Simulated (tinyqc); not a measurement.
# Debye-Callaway model of lattice thermal conductivity, step by step

A worked calculation. Computed by tinyqc, a small Python program that keeps every step. Command: `OMP_NUM_THREADS=1 python tinyqc.py 3012789 3012790 out.jsonl callaway walk`. One thread of a shared host (Intel(R) Xeon(R) Processor @ 2.30GHz), about 0.01 s of CPU time with the checks. Intermediate numbers are printed to about 6 digits and carried at full precision; extremes and crossings named in words are read from the listed rows.

Three acoustic branches with one velocity v, cut at omega_D = k_B Theta/hbar; x = hbar omega/(k_B T). v and Theta are separate inputs: Theta cuts off the heat-carrying modes, so C need not reach 3 k_B/V. gamma is an effective value that sets the umklapp rate.

Inputs (values chosen for the exercise, modelled on gallium arsenide): sound velocity v = 3850 m/s; Debye temperature Theta = 347 K; volume per atom V = 22.6 angstrom^3; mean atomic mass M = 72.3 u; effective Grueneisen parameter gamma = 2.3; umklapp exponent divisor b = 2; vacancy fraction n_v = 0.00025; Casimir length L = 75 micrometre; normal-process factor f_N = 1.7; temperature T = 400 K; probe frequency omega/omega_D = 0.61.

Sample: crystal. Point defects: vacancies. Normal processes: included.

Constants: k_B = 1.380649e-23 J/K; hbar = 1.054571817e-34 J s; u = 1.6605390666e-27 kg.

## Mass-fluctuation parameter

A vacancy counts as a mass defect Delta M/M = -3 (the missing mass and twice its bonds), so Gamma = 9 n_v. A = V Gamma/(4 pi v^3).

Gamma = 0.00225

Rayleigh coefficient A = 7.09086e-44 s^3

## Scattering rates at one frequency

Rates: point defects A omega^4; umklapp B omega^2 T exp(-Theta/(b T)) with B = hbar gamma^2/(M v^2 Theta); normal processes f_N B omega^2 T (T/Theta)^2. Boundaries: v/L. The resistive time is tau_R = 1/(boundary + point-defect + umklapp rates), and the free path is v tau_R.

omega = 2.77119e+13 rad/s

Rates:
```
process         rate (1/s)  rate x tau_R
boundaries     5.13333e+07   2.31524e-04
point defects  4.18181e+10      0.188608
umklapp        1.79850e+11      0.811160
normal         6.26897e+11       2.82743
```

tau_R = 4.51020e-12 s

free path = 17.3643 nm

The strongest resistive process at this frequency: umklapp, 81 % of the resistive rate.

## The integrand on a coarse grid

x runs in ten equal steps to min(Theta/T, 12); g = x^4 e^x/(e^x - 1)^2; tau_C is the inverse of all rates summed; the last column is c tau_C g with c = (k_B/(2 pi^2 v)) (k_B T/hbar)^3.

Integrand:
```
x               g    tau_C (s)  c tau_C g (W/(m K))
0.08675  0.007521  4.59507e-11              9.01680
0.17350  0.030027  1.14602e-11              8.97836
0.26025  0.067349  5.06006e-12              8.89163
0.34700  0.119208  2.81946e-12              8.76931
0.43375  0.185217  1.78269e-12              8.61489
0.52050  0.264886  1.21995e-12              8.43129
0.60725  0.357627  8.81109e-13              8.22155
0.69400  0.462762  6.61664e-13              7.98894
0.78075  0.579527  5.11675e-13              7.73681
0.86750  0.707085  4.04830e-13              7.46860
```

The integrand is largest at the lowest frequency shown, whose long lifetime outweighs its small heat capacity.

## Thermal conductivity

kappa_1 = c int tau_C g dx, g = x^4 e^x/(e^x - 1)^2, c = (k_B/(2 pi^2 v)) (k_B T/hbar)^3, over 0 < x < min(Theta/T, 40), by 96 Gauss-Legendre points in s with x = x_max s^2; 1/tau_C = 1/tau_R + 1/tau_N; kappa_2 = c [int (tau_C/tau_N) g dx]^2 / int (tau_C/(tau_N tau_R)) g dx; kappa = kappa_1 + kappa_2. Heat capacity C = 3 c int g dx / v^2; grey free path 3 kappa/(C v); the median free path v tau_C halves kappa_1 when the quadrature points are ordered by free path (each counted at half its weight, interpolated in the logarithm); likewise at 10 % and 90 %.

kappa_1 = 7.31112 W/(m K)

kappa_2 = 9.61355 W/(m K)

kappa = 16.9247 W/(m K)

heat capacity C = 1.10706e+06 J/(m^3 K)

grey free path = 11.9127 nm

median free path = 7.46372 nm

free path at 10 % of kappa_1 = 2.02180 nm

free path at 90 % of kappa_1 = 175.220 nm

The median free path is 0.63 times the grey one. The middle 80 % of kappa_1 spans a factor 87 in free path. The Callaway term kappa_2 is 57 % of the total.

## Leaving out one process at a time

The formulas are those given above.

Conductivity at T:
```
case                   kappa (W/(m K))  ratio to all
all processes                  16.9247             1
without point defects          22.3935       1.32313
without boundaries             16.9867       1.00367
without umklapp                49.1153       2.90199
```

Removing umklapp raises kappa most, by a factor 2.90; removing boundaries gives only 1.00.

## Conductivity against temperature

The boundary limit is C v^2/(3 x boundary rate), with C = 3 c int g dx / v^2.

Kappa (W/(m K)):
```
T (K)  all processes  without point defects  boundary limit
3.5          8.25832                8.84478         8.84478
6.9          44.8913                67.7689         67.7689
12           120.186                356.470         356.473
21           223.750                1872.42         1910.00
35           287.645                3062.12         8592.12
59           228.511                955.180         30553.5
100          118.795                287.707         64763.2
170          55.9510                98.5904         90600.1
280          27.5223                40.0976          102558
450          14.5054                18.6841          107387
```

kappa peaks among these rows at 35 K (T/Theta = 0.101) with 288 W/(m K). The exponent d ln kappa/d ln T is 2.49 at the cold end and -1.35 at the hot end. The normal rate is taken to grow as T^3 at all T, which overstates it above Theta. Point defects cost most at 35 K, a factor 10.6.

Checks made by the program: heat capacity against the Debye function (relative difference below 1e-10).
